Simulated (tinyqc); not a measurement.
Planar ballistic transistor, top-of-the-barrier model: one step of the calculation.

At the top of the source barrier, states moving towards the drain are filled by the source (Fermi level 0) and states moving back by the drain (Fermi level -q Vd); nothing scatters. U is the shift of the band edge there, set by the capacitances CG, CD and CS (the total) and by the charge. Parabolic two-dimensional band; the source is grounded.

Question. Density of states, capacitances and charge at zero bias. N0 = gv m kB T/(pi hbar^2), CG = eps0 eox/tox, vT = sqrt(2 kB T/(pi m)), CS = CG/aG, n0 = n at U = 0 and Vd = 0. eta1 = -(E0 + U)/Vt, eta2 = eta1 - Vd/Vt, n = (N0/2)[F_0(eta1) + F_0(eta2)], F_0(x) = ln(1 + exp x). UL = -(aG Vg + aD Vd).

Parameters, values chosen for the exercise; mass and valleys close to those of gallium arsenide: temperature T = 150 K; effective mass m = 0.07 m0; valley degeneracy gv = 1; relative permittivity of the gate insulator eox = 9; insulator thickness tox = 3.5 nm; gate control CG/CS aG = 0.88; drain control CD/CS aD = 0.008; band edge at the barrier top above the source Fermi level at zero bias E0 = 0.34 eV; gate voltage Vg = 0.22 V; drain voltage Vd = 0.1 V.

Constants: q = 1.602176634e-19 C, kB = 1.380649e-23 J/K, hbar = 1.054571817e-34 J s, m0 = 9.1093837015e-31 kg, Vt = kB T/q, eps0 = 8.8541878128e-14 F/cm where lengths are in cm. Results are converted to the units shown.

Wanted: N0; CG; CS; n0; UL.

Answer.

N0 = 3.780e11 cm^-2
CG = 2.277 uF/cm^2
CS = 2.587 uF/cm^2
n0 = 1.425 cm^-2
UL = -0.1944 eV

Numbers from tinyqc (`OMP_NUM_THREADS=1 python tinyqc.py 2400041 2400042 out.jsonl`; about 0.01 s on one thread of a shared Intel Xeon 2.30GHz).
